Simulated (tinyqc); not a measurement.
# Inputs raised by 10 %, one at a time

Model: implant damage, amorphisation by cascade overlap, and solid-phase epitaxial regrowth. Computed by tinyqc, a small Python program. Command: `OMP_NUM_THREADS=1 python tinyqc.py 3114174 3114175 out.jsonl sper sens`. One thread of a shared host (Intel(R) Xeon(R) Processor @ 2.30GHz), about 0.01 s of CPU time with the checks.

Range and width of the damage are inputs. Dynamic annealing enters only through the surviving share f.

Inputs (values chosen for the exercise, modelled on arsenic ions in germanium): atomic density N = 44.2 1/nm^3; ion Z1 = 33; ion mass M1 = 74.9 u; target Z2 = 32; target mass M2 = 72.63 u; ion energy E = 110 keV; displacement energy E_d = 16 eV; depth of the damage peak R_d = 49 nm; width of the damage profile s_d = 27 nm; share of defects that survive f = 0.46; critical displaced share x_c = 0.19; dose Q = 5.7e+14 1/cm^2; regrowth prefactor v0 = 3.5e+16 nm/s; regrowth energy E_a = 2.14 eV; anneal temperature = 485 C; rate relative to (100) = 1; peak enhancement by the dopant = 3.6.

Constants: a_0 = 0.529177210903 angstrom; e^2/(4 pi eps_0) = 14.39964548 eV angstrom; k_B = 8.617333262e-05 eV/K.

Method:
- Robinson partition: eps = E a M2/(Z1 Z2 (e^2/(4 pi eps_0)) (M1 + M2)), a = 0.8853 a_0/sqrt(Z1^(2/3) + Z2^(2/3)); k = 0.0793 Z1^(2/3) Z2^(1/2) (M1 + M2)^(3/2)/((Z1^(2/3) + Z2^(2/3))^(3/4) M1^(3/2) M2^(1/2)); damage energy T_d = E/(1 + k (eps + 0.40244 eps^(3/4) + 3.4008 eps^(1/6))); displacements nu = 0.8 T_d/(2 E_d).
- Displaced share x(z) = f nu Q exp(-(z - R_d)^2/(2 s_d^2))/(sqrt(2 pi) s_d N); the layer is amorphous where x > x_c, between R_d -/+ s_d sqrt(2 ln(x_max/x_c)), the upper edge being cut at the surface. Threshold dose Q_c = Q x_c/x_max.
- Displaced atoms per area beyond the lower edge z2: f nu Q (1/2) erfc((z2 - R_d)/(sqrt2 s_d)); they are not removed by regrowth.
- v = v0 x orientation factor x exp(-E_a/(k_B T)) x [1 + (enhancement - 1) exp(-(z - R_d)^2/(2 s_d^2))], T = anneal temperature + 273.15 K; the dopant is taken to follow the damage profile; the lower front moves from the lower edge z2 to the surface, or to the middle (z1 + z2)/2 of a buried layer with upper edge z1; time = int dz/v; the equivalent undoped distance is that time times the undoped velocity.

Runs; columns: (1) input moved; (2) from; (3) to; (4) threshold dose Q_c (1/cm^2); (5) lower edge (nm); (6) displaced atoms beyond z2 (1/cm^2); (7) time with enhancement (s):
```
(1)                                       (2)       (3)         (4)     (5)         (6)      (7)
base run                                    -         -  6.9075e+13  104.47  9.3636e+15  0.21229
ion energy E (keV)                        110       121  6.3415e+13  105.58  9.2240e+15  0.21640
displacement energy E_d (eV)               16      17.6  7.5982e+13  103.20  9.5275e+15  0.20772
depth of the damage peak R_d (nm)          49      53.9  6.9075e+13  109.37  9.3636e+15  0.22883
width of the damage profile s_d (nm)       27      29.7  7.5982e+13  108.62  1.0480e+16  0.21360
share of defects that survive f          0.46     0.506  6.2795e+13  105.71  9.2083e+15  0.21687
dose Q (1/cm^2)                       5.7e+14  6.27e+14  6.9075e+13  105.71  9.2083e+15  0.21687
```

Exponents ln(y'/y) / ln(x'/x):
```
input                            threshold dose Q_c  lower edge  displaced atoms beyond z2  time with enhancement
ion energy E                                 -0.897       0.111                     -0.158                  0.201
displacement energy E_d                       1.000      -0.128                      0.182                 -0.229
depth of the damage peak R_d                  0.000       0.481                      0.000                  0.787
width of the damage profile s_d               1.000       0.409                      1.182                  0.064
share of defects that survive f              -1.000       0.124                     -0.175                  0.224
dose Q                                        0.000       0.124                     -0.175                  0.224
```

To which inputs is each result most sensitive?

Among the inputs moved here: threshold dose Q_c answers most in size to displacement energy E_d (exponent +1.000), and about equally to width of the damage profile s_d (+1.000), share of defects that survive f (-1.000); its exponent is below 0.0005 for depth of the damage peak R_d, dose Q. Its exponent +1.000 in displacement energy E_d: displacements go as 1/E_d. Its exponent +1.000 in width of the damage profile s_d: the same damage spread over more depth. Lower edge answers most in size to depth of the damage peak R_d (exponent +0.481), next to width of the damage profile s_d (+0.409). Displaced atoms beyond z2 answers most in size to width of the damage profile s_d (exponent +1.182), next to displacement energy E_d (+0.182); its exponent is below 0.0005 for depth of the damage peak R_d. Time with enhancement answers most in size to depth of the damage peak R_d (exponent +0.787), next to displacement energy E_d (-0.229).

Extremes, crossings and ranges named in words are read from the listed rows.
